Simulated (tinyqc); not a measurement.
Front-illuminated p-i-n photodiode, quantum efficiency and bandwidth: two steps of the calculation.

Light enters through a p layer (0 to xp), a depleted layer (xp to xp + wi) and a thick n substrate, decaying as exp(-al x); one pass, no back reflection. Carriers made in the depleted layer are all collected; those in the neutral layers diffuse.

Values chosen for this exercise; values close to those of germanium at this wavelength: wavelength lam = 1550 nm; absorption coefficient al = 1480 1/cm; reflectance of the front face Rf = 0.02; relative permittivity eps_r = 16.7; thickness of the front p layer xp = 0.26 um; thickness of the depleted layer wi = 17 um; electron diffusion coefficient in the p layer Dn = 12 cm^2/s; electron diffusion length in the p layer Ln = 0.21 um; recombination velocity of the front surface S = 5e5 cm/s; hole diffusion length in the thick n substrate Lp = 4.8 um; electron drift velocity ve = 5.74e6 cm/s; hole drift velocity vh = 4.23e6 cm/s; diameter dia = 16 um; load resistance RL = 50 ohm; parasitic capacitance Cp = 30 fF; modulation frequency f = 2 GHz.

Constants: q = 1.602176634e-19 C, h = 6.62607015e-34 J s, c = 299792458 m/s, eps0 = 8.8541878128e-14 F/cm where lengths are in cm. Results are converted to the units shown.

Task 1. Quantum efficiency. k = al Ln, s = S Ln/Dn, e = exp(-al xp); front layer f1 = (k/(k^2 - 1)) {[s + k - e (s cosh(xp/Ln) + sinh(xp/Ln))]/[s sinh(xp/Ln) + cosh(xp/Ln)] - k e}; depleted layer f2 = e (1 - exp(-al wi)); substrate f3 = e exp(-al wi) al Lp/(1 + al Lp); external efficiency (1 - Rf)(f1 + f2 + f3); responsivity = efficiency q lam/(h c).

Give: s; f1; f2; f3; external efficiency; responsivity.

Result 1.

s = 0.8750
f1 = 0.02186
f2 = 0.8845
f3 = 0.03229
external efficiency = 0.9199
responsivity = 1.150 A/W

The front layer absorbs 3.77 % of the light that enters and collects 57.9 % of that. Diffusion from the neutral layers makes up 5.77 % of the current.

Task 2. Response at one frequency. Drift response for pairs made in the depleted layer, a = al wi, g = 1 - exp(-a), u = 2 pi i f, te = wi/ve, th = wi/vh: electrons He = [g - a (exp(-a) - exp(-u te))/(u te - a)]/(u te g), holes Hh = [g - a (1 - exp(-a - u th))/(a + u th)]/(u th g); C = eps0 eps_r pi (dia/2)^2/wi + Cp; total |He + Hh|/sqrt(1 + (2 pi f RL C)^2), for the current of the depleted layer alone.

Give: te; th; He; Hh; |He + Hh|; C; total response.

Result 2.

te = 296.17 ps
th = 401.89 ps
He = 0.07413-0.42712i
Hh = 0.08694-0.16288i
|He + Hh| = 0.61159
C = 31.749 fF
total response = 0.61147

The drift response alone falls to 1/sqrt(2) at 1.69 GHz and the RC term alone at 100 GHz; together they give 1.69 GHz.

tinyqc, about 0.01 s, one thread, Intel Xeon 2.30GHz (shared host): `OMP_NUM_THREADS=1 python tinyqc.py 2250015 2250016 out.jsonl`
